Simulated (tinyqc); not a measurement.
# Single-electron transistor, orthodox theory and master equation: what changes with what

A metal island with n extra electrons joins the left lead (voltage V) and the right lead (0 V) by tunnel junctions and couples to a gate. Cs = CL + CR + Cg. Adding electron n + 1 costs mu(n) = [q (n + 1/2) - CL V - Cg Vg]/Cs (in volts); the Fermi levels are -V (left) and 0 (right). A jump that gains the energy W has the rate G(W) = (W/q)/(R [1 - exp(-W/Vt)]), W in volts, Vt = kB T/q. Sequential tunnelling only; I > 0 flows from left to right.

Parameters, values chosen for the exercise: capacitance of the left junction CL = 57 aF; capacitance of the right junction CR = 72 aF; gate capacitance Cg = 38 aF; resistance of the left junction RL = 100 kohm; resistance of the right junction RR = 100 kohm; temperature T = 1.1 K; gate voltage Vg = 3.3 mV.

Constants: q = 1.602176634e-19 C, kB = 1.380649e-23 J/K, Vt = kB T/q. Results are converted to the units shown.

Each table varies one quantity; the others keep the values above.

## Current against bias

Onto the island: from the left W = -V - mu(n), from the right W = -mu(n); off the island (n + 1 to n): to the left W = mu(n) + V, to the right W = mu(n). Steady state: p(n + 1)/p(n) = (sum of on rates)/(sum of off rates), normalised. I = q sum_n [p(n + 1) (off to left) - p(n) (on from left)]. Enough charge states are kept that the digits shown do not change.

Current against bias:
```
V (mV)	I (nA)	mean n	states above 1 %	I (RL + RR)/V
0.0959	0.09115	0.9347	2	0.1901
0.288	0.3722	0.8857	2	0.2584
0.48	0.8261	0.8075	2	0.3442
0.672	1.401	0.7232	2	0.4171
0.863	2.001	0.6535	2	0.4638
1.06	2.602	0.6008	2	0.4909
1.25	3.165	0.5641	2	0.5065
1.44	3.737	0.5360	2	0.5190
1.63	4.350	0.5108	3	0.5338
1.82	5.046	0.4836	4	0.5545
2.01	5.843	0.4516	4	0.5814
2.21	6.769	0.4142	4	0.6126
2.4	7.686	0.3787	4	0.6405
```

What does the table show?

At zero temperature the blockade would end at V = 0.412 mV. The ratio I (RL + RR)/V rises from 0.190 to 0.640. Over the second half of the table the slope between rows varies from 0.601 to 0.965 times 1/(RL + RR).

## The Coulomb oscillation

Same model as above.

Here V = 0.28 mV.

The Coulomb oscillation:
```
Vg (mV)	I (nA)	mean n
0	0.12225	-0.0098
0.422	0.12473	0.0114
0.843	0.19538	0.0419
1.26	0.33714	0.1019
1.69	0.53344	0.2206
2.11	0.68126	0.4024
2.53	0.67418	0.6139
2.95	0.51821	0.7911
3.37	0.32751	0.9027
3.79	0.18886	0.9606
4.22	0.12198	0.9904
4.64	0.12488	1.0115
5.06	0.19557	1.0420
5.48	0.33871	1.1026
```

What does the comparison show?

I is largest, 0.681 nA, at Vg = 2.11 mV and smallest, 0.122 nA, at 4.22 mV among the rows; the pattern repeats every q/Cg = 4.22 mV. At zero temperature current flows while mu(0) lies between -V and 0, for Vg from 1.69 to 2.92 mV; the mean n moves from -0.01 to 1.10 over the table.

Range of the model: Cotunnelling, which dominates deep in the blockade, is left out.

Computed by the program tinyqc: `OMP_NUM_THREADS=1 python tinyqc.py 2780041 2780042 out.jsonl`, one thread of a shared Intel Xeon 2.30GHz, about 0.01 s for the whole run.
